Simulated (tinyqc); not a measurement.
## Electron mobility in a silicon inversion layer, empirical terms and Matthiessen rule: effect of the temperature

Inversion layer of sheet density Ns on a uniformly doped body, under a high-permittivity gate with an interlayer. The mobility terms are empirical power laws with prefactors chosen for the exercise; adding their inverses (Matthiessen) is itself an approximation.

Nc and Nv are given at 250 K and scale as (T/250 K)^1.5; Eg is fixed. ni = sqrt(Nc Nv) exp(-Eg/(2 Vt)), Eg in volts; Ndep = sqrt(2 eps0 eps_r Nb (2 Vt ln(Nb/ni) + Vsb)/q); E = q (Ndep + eta Ns)/(eps0 eps_r), in MV/cm. With t = T/(300 K): muC = Ac (Ns/1e12 cm^-2) t/(Nb/1e17 cm^-3 + Nit/1e11 cm^-2), muP = Ap E^(-1/3) t^(-1.75), muS = As E^(-gs), muR = Ar exp(2 ti/lr)/t; 1/mu is the sum of the inverses.

Inputs (values chosen for the exercise); material values close to those of silicon: band gap Eg = 1.12 eV; relative permittivity of the semiconductor eps_r = 11.8; conduction-band density of states at the reference temperature Nc = 2.11e19 cm^-3; valence-band density of states at the reference temperature Nv = 2e19 cm^-3; body doping Nb = 7.2e17 cm^-3; reverse body bias Vsb = 0.3 V; weight of the inversion charge in the effective field eta = 0.5; phonon-limited mobility at 1 MV/cm and 300 K Ap = 456 cm^2/(V s); roughness-limited mobility at 1 MV/cm As = 742 cm^2/(V s); exponent of the roughness term gs = 2; Coulomb prefactor Ac = 2600 cm^2/(V s); charge at the interface Nit = 5.9e11 cm^-2; remote-phonon mobility without interlayer Ar = 320 cm^2/(V s); interlayer thickness ti = 1.3 nm; decay length of remote phonons lr = 0.9 nm; inversion density Ns = 2e12 cm^-2.

Constants: q = 1.602176634e-19 C, kB = 1.380649e-23 J/K, Vt = kB T/q, eps0 = 8.8541878128e-14 F/cm where lengths are in cm. Results are converted to the units shown.

Effect of the temperature:
```
T (K)	E (MV/cm)	muC (cm^2/(V s))	muP (cm^2/(V s))	muS (cm^2/(V s))	muR (cm^2/(V s))	mu (cm^2/(V s))
120	0.7041	158.8	2548	1497	1.438e4	134.6
160	0.6985	211.7	1544	1521	1.078e4	163.4
200	0.6924	264.6	1048	1548	8627	182.0
250	0.6841	330.8	712.0	1586	6902	192.2
300	0.6751	396.9	519.8	1628	5751	191.2
350	0.6654	463.1	398.8	1676	4930	182.9
400	0.6552	529.3	317.3	1729	4314	170.9
450	0.6443	595.4	259.7	1787	3834	157.5
```

As T goes from 120 to 450 K, E falls from 0.704 to 0.644 MV/cm and mu goes from 135 through a maximum of 192 (at T = 250 K among the rows listed) to 157 cm^2/(V s). The smallest term is the Coulomb one in the first row and the phonon one in the last. Coulomb scattering weakens and phonon scattering grows with T, hence the maximum. For T = 120 to 160 K dopant freeze-out and degenerate screening, left out here, matter.

tinyqc, about 0.01 s, one thread, Intel Xeon 2.30GHz (shared host): `OMP_NUM_THREADS=1 python tinyqc.py 2510041 2510042 out.jsonl`
